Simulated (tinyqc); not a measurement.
# From one set of inputs to another, one input at a time

Model: Debye-Callaway model of lattice thermal conductivity. Computed by tinyqc, a small Python program. Command: `OMP_NUM_THREADS=1 python tinyqc.py 3013702 3013703 out.jsonl callaway ladder`. One thread of a shared host (Intel(R) Xeon(R) Processor @ 2.30GHz), about 0.03 s of CPU time with the checks.

Three acoustic branches with one velocity v, cut at omega_D = k_B Theta/hbar; x = hbar omega/(k_B T). v and Theta are separate inputs: Theta cuts off the heat-carrying modes, so C need not reach 3 k_B/V. gamma is an effective value that sets the umklapp rate.

The inputs printed are set A. Inputs not listed in the table keep their values of set A, so the rows need not describe a real material.

Inputs (values chosen for the exercise, for a model crystal):

| quantity | value | unit |
|---|---|---|
| sound velocity v | 4580 | m/s |
| Debye temperature Theta | 341 | K |
| volume per atom V | 20.5 | angstrom^3 |
| mean atomic mass M | 152 | u |
| effective Grueneisen parameter gamma | 1.6 | - |
| umklapp exponent divisor b | 3 | - |
| mass variance Gamma | 9.5e-05 | - |
| Casimir length L | 2800 | micrometre |
| temperature T | 40 | K |
| probe frequency omega/omega_D | 0.13 | - |

Sample: crystal. Point defects: isotopes. Normal processes: left out.

Constants: k_B = 1.380649e-23 J/K; hbar = 1.054571817e-34 J s; u = 1.6605390666e-27 kg.

Method:
- Gamma is given directly by the isotope mixture. A = V Gamma/(4 pi v^3).
- Rates: point defects A omega^4; umklapp B omega^2 T exp(-Theta/(b T)) with B = hbar gamma^2/(M v^2 Theta). Boundaries: v/L.
- The resistive time is tau_R = 1/(boundary + point-defect + umklapp rates), and the free path is v tau_R.
- kappa_1 = c int tau_C g dx, g = x^4 e^x/(e^x - 1)^2, c = (k_B/(2 pi^2 v)) (k_B T/hbar)^3, over 0 < x < min(Theta/T, 40), by 96 Gauss-Legendre points in s with x = x_max s^2; tau_C = tau_R, the inverse of the summed rates, and kappa = kappa_1.
- Heat capacity C = 3 c int g dx / v^2; grey free path 3 kappa/(C v); the median free path v tau_C halves kappa_1 when the quadrature points are ordered by free path (each counted at half its weight, interpolated in the logarithm); likewise at 10 % and 90 %.

Each row keeps all changes above it:

| input moved | from | to | grey free path (nm) | median free path (nm) | free path (nm) |
|---|---|---|---|---|---|
| set A | - | - | 33218 | 1.4331e+05 | 3.0097e+05 |
| mass variance Gamma | 9.5e-05 | 0.00014 | 29651 | 1.5279e+05 | 2.8475e+05 |
| volume per atom V (angstrom^3) | 20.5 | 10.4 | 35811 | 1.3690e+05 | 3.1040e+05 |
| mean atomic mass M (u) | 152 | 20.05 | 7317 | 1.8875e+04 | 4.9733e+04 |
| Casimir length L (micrometre) | 2800 | 53 | 4748 | 8.4820e+03 | 2.5895e+04 |
| effective Grueneisen parameter gamma | 1.6 | 2.29 | 2798 | 5.1126e+03 | 1.6946e+04 |
| Debye temperature Theta (K) | 341 | 1110 | 16360 | 3.3117e+04 | 1.9003e+04 |
| sound velocity v (m/s) | 4580 | 8670 | 35957 | 4.5852e+04 | 4.6487e+04 |

Grey free path goes from 33200 to 36000, a factor 1.08 in all. The largest single move comes from Debye temperature Theta (a factor 5.85), and mean atomic mass M works against it (a factor 0.204). Median free path goes from 143000 to 45900, a factor 0.320 in all. The largest single move comes from mean atomic mass M (a factor 0.138), and Debye temperature Theta works against it (a factor 6.48). Free path goes from 301000 to 46500, a factor 0.154 in all. The largest single move comes from mean atomic mass M (a factor 0.160), and sound velocity v works against it (a factor 2.45). The single moves hold for this order of the switches; the total does not depend on the order.

Extremes, crossings and ranges named in words are read from the listed rows.
